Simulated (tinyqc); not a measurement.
# Changing the field after the step F

Model: velocity overshoot from momentum and energy balance equations after a field step. Computed by tinyqc, a small Python program. Command: `OMP_NUM_THREADS=1 python tinyqc.py 3025425 3025426 out.jsonl overshoot sweep`. One thread of a shared host (Intel(R) Xeon(R) Processor @ 2.30GHz), about 0.08 s of CPU time with the checks.

At t = 0 the field jumps from 0 to F in a uniform sample. v is the drift velocity and u = w - (3/2) k_B T the excess energy per carrier.

Inputs (values chosen for the exercise, modelled on electrons in germanium except for tau_E): effective mass m = 0.12 m_0; low-field mobility mu_0 = 4100 cm^2/(V s); saturation velocity v_s = 0.68 1e7 cm/s; energy relaxation time tau_E = 0.95 ps; lattice temperature T = 300 K; time step dt = 3 fs.

Scheme: explicit Euler.

Constants: m_0 = 9.1093837015e-31 kg; e = 1.602176634e-19 C; k_B = 8.617333262e-05 eV/K.

Method:
- dv/dt = e F/m - v/tau_m(u), du/dt = e F v - u/tau_E, tau_m(u) = tau_0/(1 + c u), tau_0 = m mu_0/e, c = mu_0/(e tau_E v_s^2); this choice gives the steady state v (1 + mu_0 F v/v_s^2) = mu_0 F, which saturates at v_s. Steady velocity v = 2 mu_0 F/(1 + sqrt(1 + 4 (mu_0 F/v_s)^2)); u = e F v tau_E; carrier temperature T + 2u/(3 k_B), neglecting the drift energy m v^2/2.
- Step: v_new = v + dt (e F/m - v/tau_m(u)), u_new = u + dt (e F v - u/tau_E). Start v = u = 0; the distance adds dt (v + v_new)/2.
- Run to 8 times the larger of tau_E and tau_0, but at most 20001 steps, and stop early if |v| > 1000 v_s or u < -1/(2c); the run is accepted if the last v is within 0.5 % of the steady value.

One run for each value; columns: (1) field after the step F (kV/cm); (2) peak over steady velocity; (3) peak velocity (1e7 cm/s); (4) steady velocity (1e7 cm/s); (5) time of the peak (fs); (6) distance at the peak (nm):
```
(1)     (2)    (3)     (4)  (5)    (6)
1.3   1.176  0.439  0.3728  726  23.74
1.9   1.307  0.582  0.4452  573  24.12
2.8   1.490  0.757  0.5078  447  23.83
4.0   1.705  0.944  0.5535  354  23.03
5.8   1.976  1.165  0.5897  276  21.72
8.5   2.308  1.423  0.6169  213  20.09
12.0  2.655  1.685  0.6346  171  18.96
18.0  3.128  2.031  0.6494  129  16.92
26.0  3.624  2.387  0.6587  102  15.66
```

What does the table show, and why?

Over the rows, peak over steady velocity rises from 1.18 to 3.62 (exponent d ln y / d ln x 0.28 between the first rows and 0.40 between the last); peak velocity (1e7 cm/s) rises from 0.439 to 2.39 (exponent d ln y / d ln x 0.74 between the first rows and 0.44 between the last); steady velocity (1e7 cm/s) rises from 0.373 to 0.659 (exponent d ln y / d ln x 0.47 between the first rows and 0.039 between the last). At the high end the exponent of steady velocity is 0.04, close to 0: saturation. The knee field v_s/mu_0 is 1.66 kV/cm.

Extremes, crossings and ranges named in words are read from the listed rows.
